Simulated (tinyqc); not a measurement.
Inside a calculation. Method: CCSD on RHF in the 3-21g basis, for H2, spin multiplicity 1. One step of it, computed by the program tinyqc.

Problem. CCSD: starting amplitudes. t_ij^ab = <ij||ab> / (e_i + e_j - e_a - e_b), whose energy is MP2.

orbital energies (hartree): MO1 -0.523400, MO2 0.188660, MO3 1.066513, MO4 1.299911

Two-electron integrals over orbitals (pq|rs), unique and non-zero (hartree):
```
(11|11) 0.575193    (21|21) 0.114426    (22|11) 0.458066    (22|22) 0.422224
(31|11) 0.131876    (31|22) 0.071606    (31|31) 0.095480    (32|21) 0.014122
(32|32) 0.039283    (33|11) 0.527790    (33|22) 0.428156    (33|31) 0.125734
(33|33) 0.509812    (41|21) -0.079448   (41|32) -0.052249   (41|41) 0.106495
(42|11) -0.135193   (42|22) -0.074228   (42|31) -0.082335   (42|33) -0.125578
(42|42) 0.083621    (43|21) -0.128504   (43|32) -0.044355   (43|41) 0.127026
(43|43) 0.187546    (44|11) 0.581522    (44|22) 0.469953    (44|31) 0.172036
(44|33) 0.562967    (44|42) -0.164092   (44|44) 0.649778
```

Give: Starting amplitudes; correlation energy.

Solution.

Starting amplitudes (spin orbitals 1a, 1b, ...; amplitudes related by a flip of all spins are not repeated):
```
from      to       t
1a 1b  2a 2b  -0.080
1a 1b  2a 4b   0.031
1a 1b  3a 3b  -0.030
1a 1b  4a 4b  -0.029
```

correlation energy = -0.02015 hartree
